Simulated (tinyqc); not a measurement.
Plane-wave Kohn-Sham cycle with exchange-only LDA in a layered model solid, step by step. One step of it, computed by the program tinyqc.

Problem. Iteration 2: Hamiltonian at one k. H(m,m') = (k + G_m)^2/2 delta + V(G_m - G_m'), with V(-G) = V(G).

A solid whose potential varies along x alone (atomic units):

| parameter | value |
|---|---|
| period a | 4.300000 |
| cross-section of the cell | 36.000000 |
| electrons per cell | 2 |
| grid points | 16 |
| plane waves -n..n, n | 2 |
| k points | 1 |
| V1 in V1 cos(2 pi x/a) | -0.480000 |

V(G_m), m = 0, 1, 2, ... (hartree): -0.225875  -0.240854  -0.000350  0.000118  -0.000004

k = 0.000000 2 pi / a

Give: H.

Solution.

H (hartree), lower triangle:
```
         -2       -1       +0       +1      +2
-2   4.0444
-1  -0.2409   0.8417
+0  -0.0003  -0.2409  -0.2259
+1   0.0001  -0.0003  -0.2409   0.8417
+2   0.0000   0.0001  -0.0003  -0.2409  4.0444
```
